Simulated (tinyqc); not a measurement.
# A and C from the efficiency peak

Inverse problem. ABC model of an LED: J = q da (A n + Ba n^2 + Ca n^3), IQE = Ba n^2/(A n + Ba n^2 + Ca n^3), differential lifetime 1/(A + 2 Ba n + 3 Ca n^2). The peak lies at n = sqrt(A/Ca). Given Ba, find n at the peak, A and Ca.

Inputs (values chosen for the exercise):
```
symbol,value,unit,meaning
Ba,1e-11,cm^3/s,radiative coefficient of the active layer
da,42,nm,thickness of the active layer
```

Constants: q = 1.602176634e-19 C. Results are converted to the units shown.

peak IQE = 26.276316 %
J at the peak = 218.74484 A/cm^2

Solution. IQE J = q da Ba n^2 gives n. At the peak A n = Ca n^3, each being half of the non-radiative rate Ba n^2 (1/IQE - 1).

n at the peak = 2.923e18 cm^-3
A = 4.100e7 1/s
Ca = 4.800e-30 cm^6/s

Computed by the program tinyqc: `OMP_NUM_THREADS=1 python tinyqc.py 2300153 2300154 out.jsonl`, one thread of a shared Intel Xeon 2.30GHz, about 0.01 s for the whole run.
